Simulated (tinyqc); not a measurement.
Long-channel MOSFET, surface-potential model: two steps of the calculation.

n-channel transistor on a uniformly doped p-type body, gradual-channel approximation, constant mobility, Boltzmann statistics, full ionisation. Potentials are counted from the neutral body; V is the electron quasi-Fermi potential, Vsb at the source and Vsb + Vds at the drain. Charges are magnitudes per area.

Inputs (values chosen for the exercise); material values close to those of silicon: temperature T = 250 K; flat-band voltage Vfb = -0.8 V; channel mobility mu = 280 cm^2/(V s); gate width W = 20 um; gate length L = 5 um; source-body reverse bias Vsb = 0.3 V; gate-source voltage Vgs = 0.55 V; drain-source voltage Vds = 0.5 V.

Constants: q = 1.602176634e-19 C, kB = 1.380649e-23 J/K, Vt = kB T/q. Results are converted to the units shown.

Task 1. Charges and current of the charge-sheet model. psi_0 and psi_L solve Vgs + Vsb - Vfb - psi = gamma sqrt(G) at V = Vsb and Vsb + Vds. Qi = Cox gamma [sqrt(G) - sqrt(psi - Vt)], G = psi - Vt + Vt exp((psi - 2 phiF - V)/Vt), at both ends. With U = Vgs + Vsb - Vfb: drift = mu (W/L) Cox [U (psi_L - psi_0) - (psi_L^2 - psi_0^2)/2 - (2/3) gamma ((psi_L - Vt)^1.5 - (psi_0 - Vt)^1.5)]; diffusion = mu (W/L) Vt (Qi0 - QiL).

psi_0 = 1.2163897 V
psi_L = 1.2386944 V
phiF = 0.43673918 V
Cox = 0.36217844 uF/cm^2
gamma = 0.37281409 V^0.5

Give: Qi0; QiL; drift current; diffusion current; drain current.

Result 1.

Qi0 = 9.4496 nC/cm^2
QiL = 2.2655e-9 nC/cm^2
drift current = 0.11800 uA
diffusion current = 0.22800 uA
drain current = 0.34601 uA

Drift carries 34.1 % of the current. The drain end is pinched off: its charge is under 1 % of that at the source.

Task 2. Pao-Sah current by Simpson's rule. I = mu (W/L) integral of Qi dV; Simpson's rule on the 11 points, step Vds/10, weights 1, 4, 2, ..., 4, 1 times step/3.

Qi, Pao-Sah, point 0 to 10 (nC/cm^2): 9.5358024  2.1286195  0.25724297  0.025914352  0.0025510038  2.5053383e-4  2.4599237e-5  2.4152777e-6  2.3714367e-7  2.3283910e-8  2.2861266e-9

Find: Pao-Sah current.

Result 2.

Pao-Sah current = 0.34859 uA

Gauss-Legendre quadrature on many points gives 0.3517 uA, so this value is 0.89 % below it; the charge-sheet current, 0.3460 uA, is 1.6 % below it.

tinyqc, about 0.05 s, one thread, Intel Xeon 2.30GHz (shared host): `OMP_NUM_THREADS=1 python tinyqc.py 2360038 2360039 out.jsonl`
